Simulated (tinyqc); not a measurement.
Coverage along the feature as the dose grows: atomic layer deposition: Langmuir saturation, growth per cycle and coating of deep features. Computed by tinyqc, a small Python program. Command: `OMP_NUM_THREADS=1 python tinyqc.py 3003579 3003580 out.jsonl ald walk`. One thread of a shared host (Intel(R) Xeon(R) Processor @ 2.30GHz), about 0.03 s of CPU time with the checks.

Precursor A sticks only on free sites, so a long enough pulse saturates; co-reactant B then frees the sites again.

Inputs (values chosen for the exercise, modelled on zinc oxide from diethylzinc and water):

| quantity | value | unit |
|---|---|---|
| precursor mass M | 124 | u |
| site density q | 7 | 1/nm^2 |
| sticking probability beta on free sites | 0.026 | - |
| precursor pressure p | 6.3 | Pa |
| temperature T | 125 | C |
| pulse time t | 0.0022 | s |
| desorption energy E_d | 1.57 | eV |
| aspect ratio a | 74 | - |

Feature: round hole.

Constants: u = 1.6605390666e-27 kg; k_B = 1.380649e-23 J/K; k_B = 8.617333262e-05 eV/K.

Method:
- Wall flux F = p/sqrt(2 pi M k_B T); rate of filling k_a = beta F/q; desorption k_d = 1e13 exp(-E_d/(k_B T)) per second. 1/m^2 = 1e-18/nm^2.
- Temperatures in kelvin are T(C) + 273.15.
- Diffusion-limited filling (Gordon) of a round hole of diameter w: a saturation front at depth z needs dz/dt = D_K n/(z (4q/w)), with Knudsen D_K = w c/3 and F = n c/4; including the entrance and floor terms, t = (q/F)(1 + 19a/4 + 3a^2/2). Reaction-limited filling needs ln(100)/k_a at any depth, k_a = beta F/q. Flow is molecular. The front picture holds when the modulus a sqrt(beta) is well above 1.
- Depth reached by the given pulse: solve the same formula for a. Exposure = p x diffusion-limited time; 1 langmuir = 1.33322e-4 Pa s.
- Continuum model with steady gas transport: d2n/dz2 = 3 beta (1 - th) n/d_h^2 (d_h the hydraulic diameter, n = 1 at the mouth, no flux at the floor, 60 cells), d th/dt = beta F n (1 - th)/q; no desorption. Times are multiples of the larger of the Gordon time and ln(100)/k_a.

diffusion-limited time = 0.802696 s

time to 99 % without desorption, ln(100)/k_a = 0.0165966 s

flux F = 74705.1 1/(nm^2 s)

modulus = 11.9321

Coverage:

| multiple | t (s) | top cell | quarter depth | half depth | three quarters | floor cell |
|---|---|---|---|---|---|---|
| 0.05 | 0.0401 | 1 | 0.278 | 0.002 | 0.000 | 0.000 |
| 0.10 | 0.0803 | 1 | 0.844 | 0.015 | 0.000 | 0.000 |
| 0.20 | 0.1605 | 1 | 1.000 | 0.211 | 0.001 | 0.000 |
| 0.40 | 0.3211 | 1 | 1.000 | 0.995 | 0.069 | 0.001 |
| 0.60 | 0.4816 | 1 | 1.000 | 1.000 | 0.695 | 0.017 |
| 0.80 | 0.6422 | 1 | 1.000 | 1.000 | 0.998 | 0.200 |
| 1.00 | 0.8027 | 1 | 1.000 | 1.000 | 1.000 | 1.000 |
| 1.30 | 1.0435 | 1 | 1.000 | 1.000 | 1.000 | 1.000 |

What does the comparison show, and why?

At a multiple of 0.2 the coverage is 1.00 at the top and 0.00 at the floor. The walls fill from the top down behind a front whose depth grows as sqrt(t), since the modulus is well above 1. In the last row the floor reaches 1.000.
